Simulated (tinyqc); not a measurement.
Gas flow in a process chamber: flow regimes, conductance, effective pumping speed, pump-down, outgassing and purge: one step, computed by the program tinyqc.

Ideal gas, isothermal flow, a pump of constant speed at the end of a round pipe; process gas, volume gas and outgassing are given the same properties. 1 sccm = 101325 Pa x 1e-6 m^3/60 s x T/273.15 K.

Task: Time to base pressure. From the outgassing limit: t = 1 h x (q_1 A/(S_eff p_target))^(1/n) - 10 s; monolayer time at the target = 1e19 m^-2 x 4 k_B T/(p c) for unit sticking.

Inputs (values chosen for the exercise, modelled on nitrogen near room temperature):

| quantity | value | unit |
|---|---|---|
| temperature T | 350 | K |
| wall area | 0.94 | m^2 |
| outgassing rate after 1 h | 3.8e-06 | Pa m^3/(s m^2) |
| outgassing exponent n | 1.1 | - |
| target base pressure | 0.0002 | Pa |

S_eff in molecular flow = 16.79145 L/s

mean speed c = 514.3570 m/s

Constants: k_B = 1.380649e-23 J/K.

Give: time to the target; monolayer time.

Result:

time to the target = 1.055 h

monolayer time = 1.879 s
